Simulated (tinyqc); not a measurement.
# Off-state leakage of single and stacked transistors: effects of single changes

n-channel devices of unit width. Subthreshold current I(Vg, Vs, Vd) = I0 (T/300 K)^0.5 exp[(Vg - Vs - VT(T) - gb (Vs - Vb) + dd (Vd - Vs))/(nf Vt)] (1 - exp(-(Vd - Vs)/Vt)), VT(T) = VT - cT (T - 300 K). Gate-edge tunnelling Ig (Vd/1 V) exp(ag (Vd - 1 V)), for a gate at 0 V, and band-to-band leakage Ab u exp(-Bb/u), u = Vd - Vb + 1 V, flow at a drain held at V; both are taken as independent of T. In a stack of off transistors (all gates at 0 V) the same subthreshold current passes through each.

Parameters, values chosen for the exercise; values of the order met in bulk silicon logic transistors:

| symbol | value | unit | meaning |
|---|---|---|---|
| T | 398 | K | temperature |
| V | 0.7 | V | supply voltage |
| VT | 0.43 | V | threshold at 300 K, zero drain and body bias |
| cT | 0.9 | mV/K | fall of the threshold with temperature |
| I0 | 0.26 | uA/um | current at threshold at 300 K |
| nf | 1.33 |  | slope factor |
| dd | 0.14 |  | drain-induced lowering per volt |
| gb | 0.13 |  | rise of the threshold per volt of source-body bias |
| Ig | 5e-6 | uA/um | gate-edge tunnelling current at 1 V |
| ag | 4.3 | 1/V | exponential slope of the gate current |
| Ab | 60 | uA/(um V) | prefactor of band-to-band leakage at the drain |
| Bb | 22 | V | its exponential voltage |
| Vb | 0 | V | body voltage |

Constants: q = 1.602176634e-19 C, kB = 1.380649e-23 J/K, Vt = kB T/q. Results are converted to the units shown.

Each table varies one quantity; the others keep the values above.

## Subthreshold current against the height of the stack

All n gates at 0 V, bottom source at 0 V, top drain at V; node voltages follow from equal currents.

Subthreshold current against the height of the stack:
columns A: n; B: I (nA/um); C: reduction factor; D: drain voltage of the bottom device (mV); E: source voltage of the top device (mV); F: voltage across the top device (V)
```
A        B      C      D      E       F
1    1.429  1.000  700.0      0  0.7000
2   0.1845  7.747  73.54  73.54  0.6265
3  0.09564  14.95  25.87  97.14  0.6029
4  0.06441  22.19  15.74  111.3  0.5887
5  0.04853  29.45  11.32  121.5  0.5785
6  0.03893  36.72  8.838  129.4  0.5706
```

What does the comparison show?

The second transistor cuts the current by a factor of 7.75, the third by a further 1.93 and the sixth by 1.25. The top device keeps 81.5 % of the supply at n = 6, while the drain voltage of the bottom one falls to 0.258 Vt.

## Leakage components against the body voltage

Same model as above.

One transistor with Vg = Vs = 0, Vd = V; stack factor I(one)/I(two in series).

The same in every row: gate edge (nA/um) = 9.634e-4; stack factor = 7.747.

Leakage components against the body voltage:
```
Vb (V)  subthreshold (nA/um)  band-to-band (nA/um)  total (nA/um)  largest part
0.2                    2.528               0.03842          2.567  subthreshold
0                      1.429                0.2445          1.675  subthreshold
-0.2                  0.8084                 1.067          1.877  band-to-band
-0.4                  0.4572                 3.553          4.011  band-to-band
-0.6                  0.2585                 9.677          9.937  band-to-band
-0.8                  0.1462                 22.61          22.76  band-to-band
-1                   0.08269                 46.86          46.95  band-to-band
-1.2                 0.04676                 88.29          88.34  band-to-band
-1.4                 0.02645                 154.0          154.0  band-to-band
```

As Vb goes from 0.2 to -1.4, the total leakage goes from 2.57 through a minimum of 1.67 (at Vb = 0 among the rows listed) to 154 nA/um. The subthreshold part leads at Vb = 0.2, the band-to-band part from -0.2 on. The exact minimum lies at Vb = -0.0737 V: reverse body bias lowers the subthreshold part by a decade every nf Vt ln 10/gb = 0.808 V but raises the band-to-band part. The reduction by a stack of two stays at 7.75, for the subthreshold part alone. For Vb = 0.2 the body is forward biased; the junction current, left out, is still small at this voltage.

Computed by the program tinyqc: `OMP_NUM_THREADS=1 python tinyqc.py 2242245 2242246 out.jsonl`, one thread of a shared Intel Xeon 2.30GHz, about 0.03 s for the whole run.
